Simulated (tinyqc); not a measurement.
## Offset from the accumulated charge

Question. Layer 1 (x < 0) accumulates electrons and layer 2 (x > 0) is depleted. Boltzmann statistics. Sheet densities from the first integral: Q1 = sqrt((2 eps0 eps_r Vt N1/q)(exp(u1) - u1 - 1)) extra electrons, Q2 = sqrt((2 eps0 eps_r Vt N2/q)(exp(-u2) + u2 - 1)) missing ones, u = V/Vt; neutrality Q1 = Q2 + si. V1 + V2 = dE + Vt ln[(N2/Nc2)/(N1/Nc1)]. Find V1, V2 and dE.

Values chosen for this exercise; values of the order of III-V alloys:

| symbol | value | unit | meaning |
|---|---|---|---|
| T | 300 | K | temperature |
| eps_r | 13.4 |  | relative permittivity of both layers |
| Nc1 | 3.4e17 | cm^-3 | density of states of the narrow-gap layer 1 |
| Nc2 | 5.4e17 | cm^-3 | density of states of the wide-gap layer 2 |
| N1 | 1.7e15 | cm^-3 | donor density in layer 1 |
| N2 | 8.1e15 | cm^-3 | donor density in layer 2 |
| si | 1.8e10 | cm^-2 | fixed charge at the interface |

Constants: q = 1.602176634e-19 C, kB = 1.380649e-23 J/K, Vt = kB T/q, eps0 = 8.8541878128e-14 F/cm where lengths are in cm. Results are converted to the units shown.

Q1 = 9.5148120e10 cm^-2

Answer. Each sheet density rises steadily with its bending, so Q1 fixes V1 and Q2 = Q1 - si fixes V2.

V1 = 0.07441 V
V2 = 0.07399 V
dE = 0.1200 eV

tinyqc, about 0.08 s, one thread, Intel Xeon 2.30GHz (shared host): `OMP_NUM_THREADS=1 python tinyqc.py 2410006 2410007 out.jsonl`
